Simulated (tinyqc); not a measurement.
Gate voltage from the surface potential.

Question. At the source end, Vgs + Vsb - Vfb - psi = gamma sqrt(G), G = psi - Vt + Vt exp((psi - 2 phiF - Vsb)/Vt), and the voltage over the insulator is gamma sqrt(G). Find that voltage and Vgs.

Inputs (values chosen for the exercise): temperature T = 300 K; flat-band voltage Vfb = -0.79 V; source-body reverse bias Vsb = 1 V.

Constants: q = 1.602176634e-19 C, kB = 1.380649e-23 J/K, Vt = kB T/q. Results are converted to the units shown.

psi = 2.2255882 V
phiF = 0.56969316 V
gamma = 0.061047966 V^0.5

Answer. In this direction the relation is explicit: no iteration is needed.

voltage over the insulator = 0.104 V
Vgs = 0.540 V

Program tinyqc, `OMP_NUM_THREADS=1 python tinyqc.py 2360029 2360030 out.jsonl`; Intel Xeon 2.30GHz, shared host, one thread, about 0.03 s.
